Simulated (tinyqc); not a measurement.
# Undoped symmetric double-gate MOSFET, analytic potential model, step by step

Numbers from tinyqc (`OMP_NUM_THREADS=1 python tinyqc.py 2440055 2440056 out.jsonl`; about 0.02 s on one thread of a shared Intel Xeon 2.30GHz). Printed values are rounded.

An undoped body of thickness ts between two equal insulators and tied gates; long channel, electrons only, n = ni exp((psi - V)/Vt) with V the quasi-Fermi potential (0 at the source, Vd at the drain), constant mobility, no quantisation. Across the body psi(x) = V - 2 Vt ln[(ts/(2 beta)) sqrt(q ni/(2 eps0 eps_r Vt)) cos(2 beta x/ts)], x from the centre. Q is the electron charge per area of the whole body.

Values chosen for this exercise; material values close to those of silicon:
```
symbol,value,unit,meaning
T,273,K,temperature
Eg,1.13,eV,band gap
eps_r,11.9,,relative permittivity of the semiconductor
Nc,2.46e19,cm^-3,conduction-band density of states at T
Nv,2.3e19,cm^-3,valence-band density of states at T
eox,7.54,,relative permittivity of the gate insulator
tox,4,nm,insulator thickness
ts,5,nm,body thickness
dphi,0.06,V,gate work function less that of the intrinsic body
mu,590,cm^2/(V s),channel mobility
L,0.2,um,gate length
Vg,0.67,V,gate voltage
Vd,0.1,V,drain voltage
```

Constants: q = 1.602176634e-19 C, kB = 1.380649e-23 J/K, Vt = kB T/q, eps0 = 8.8541878128e-14 F/cm where lengths are in cm. Results are converted to the units shown.

Range of the model: In a body this thin, quantum confinement raises the threshold; it is left out.

## Constants of the body

ni = sqrt(Nc Nv) exp(-Eg/(2 Vt)), Eg in volts; r = eps_r tox/(eox ts); V0 = dphi + 2 Vt ln[(2/ts) sqrt(2 eps0 eps_r Vt/(q ni))].

ni = 8.83123e8 cm^-3
r = 1.26260
V0 = 0.588075 V

## Iteration 1: beta at the source by Newton steps

beta at the start = 1.2

With V = 0: f = ln(beta) - ln(cos beta) + 2 r beta tan(beta) - (Vg - V0)/(2 Vt); f' = 1/beta + tan(beta) + 2 r [tan(beta) + beta/cos^2(beta)]; beta(new) = beta - f/f'.

f = 7.25047
f' = 32.9789
beta after iteration 1 = 0.980148

## Iteration 2: beta at the source by Newton steps

As before.

f = 2.51552
f' = 14.2584
beta after iteration 2 = 0.803725

## Course of the iteration: beta at the source by Newton steps

Stop when beta changes by less than 1e-11, or after 40 iterations. beta must stay between 0 and pi/2.

Course of the iteration:
```
iteration	beta	|change|
1	0.980148	0.220
2	0.803725	0.176
3	0.747673	0.0561
4	0.744109	3.56e-3
5	0.744097	1.25e-5
6	0.744097	1.53e-10
7	0.744097	0
```

Converged in 7 iterations. At the end the number of correct digits about doubles with each step.

## Charges and drain current

beta_s = 0.744097
beta_d = 0.404406

beta (between 0 and pi/2) solves (Vg - V0 - V)/(2 Vt) = ln(beta) - ln(cos beta) + 2 r beta tan(beta). Q = 8 eps0 eps_r Vt beta tan(beta)/ts; I = mu (1/L)(4 eps0 eps_r/ts)(2 Vt)^2 [g(beta_s) - g(beta_d)] per width, g = beta tan(beta) - beta^2/2 + r beta^2 tan^2(beta), with beta_s at V = 0 and beta_d at V = Vd.

Qs = 271.685 nC/cm^2
Qd = 68.6449 nC/cm^2
g(beta_s) = 1.00071
g(beta_d) = 0.129137
I = 47.9779 uA/um

The term r beta^2 tan^2(beta), which gives the square law, makes up 59.2 % of g at the source.

## Potential and electron density across the body at the source

x/ts, point 0 to 6: 0  0.1  0.2  0.3  0.4  0.45  0.5

psi(x) as above with V = 0 and beta = beta_s; n = ni exp(psi/Vt).

```
point	psi (V)	n (cm^-3)
0	0.514168	2.74113e18
1	0.514691	2.80275e18
2	0.516283	2.99906e18
3	0.519021	3.36926e18
4	0.523049	3.99831e18
5	0.525616	4.45944e18
6	0.528609	5.06441e18
```

The density at the surface is 1.85 times that at the centre (1/cos^2 beta).
